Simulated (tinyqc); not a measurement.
Electron continuity equation in a given potential, Scharfetter-Gummel discretisation: three discretisations compared.

Steady state in one dimension: J = q mu n E + q D dn/dx with E = -dpsi/dx and D = mu Vt, dJ/dx = q (n/tau - G), fixed densities nL and nR at the ends. The potential is given, psi = U x/L, and is not changed by the electrons.

12 equal intervals. Fluxes J_i = (q D/h)(n_(i+1) P_i - n_i Q_i), d_i = (psi_(i+1) - psi_i)/Vt: Scharfetter-Gummel P = B(d), Q = B(-d), B(d) = d/(exp(d) - 1); central P = 1 - d/2, Q = 1 + d/2; upwind P = 1 + max(-d, 0), Q = 1 + max(d, 0). Balance at each inner node: J_i - J_(i-1) = q h (n_i/tau - G). The reference is Scharfetter-Gummel on 2400 intervals.

Parameters, values chosen for the exercise; mobility close to that of In0.53Ga0.47As at room temperature: temperature T = 450 K; electron mobility mu = 11100 cm^2/(V s); length of the region L = 0.36 um; density at x = 0 nL = 1.2e14 cm^-3; density at x = L nR = 0 cm^-3; lifetime tau = 1.5e-13 s; uniform generation rate G = 1.4e25 cm^-3 s^-1; potential difference psi(L) - psi(0) U = 0.9 V.

Constants: q = 1.602176634e-19 C, kB = 1.380649e-23 J/K, Vt = kB T/q. Results are converted to the units shown.

Densities (cm^-3):
```
node,Scharfetter-Gummel,central,upwind,reference
0,1.200e14,1.200e14,1.200e14,1.200e14
1,1.122e14,1.121e14,1.123e14,1.121e14
2,1.048e14,1.047e14,1.051e14,1.047e14
3,9.800e13,9.781e13,9.841e13,9.779e13
4,9.162e13,9.138e13,9.213e13,9.136e13
5,8.566e13,8.538e13,8.625e13,8.536e13
6,8.010e13,7.979e13,8.073e13,7.977e13
7,7.491e13,7.457e13,7.548e13,7.454e13
8,7.005e13,6.971e13,7.030e13,6.966e13
9,6.542e13,6.517e13,6.461e13,6.501e13
10,6.035e13,6.092e13,5.665e13,5.993e13
11,5.014e13,5.615e13,4.087e13,4.977e13
12,0,0,0,0
```

What does the comparison show?

Largest errors as a share of the largest reference density listed: Scharfetter-Gummel 0.35 %, central 5.3 %, upwind 7.4 %. The largest |d| is 1.93. Upwinding stays positive but acts as if D were larger by the factor 1 + |d|/2, up to 1.97 here.

Range of the model: The drift velocity mu E exceeds 1e7 cm/s somewhere, where real mobilities no longer stay constant.

tinyqc, about 0.01 s, one thread, Intel Xeon 2.30GHz (shared host): `OMP_NUM_THREADS=1 python tinyqc.py 2220019 2220020 out.jsonl`
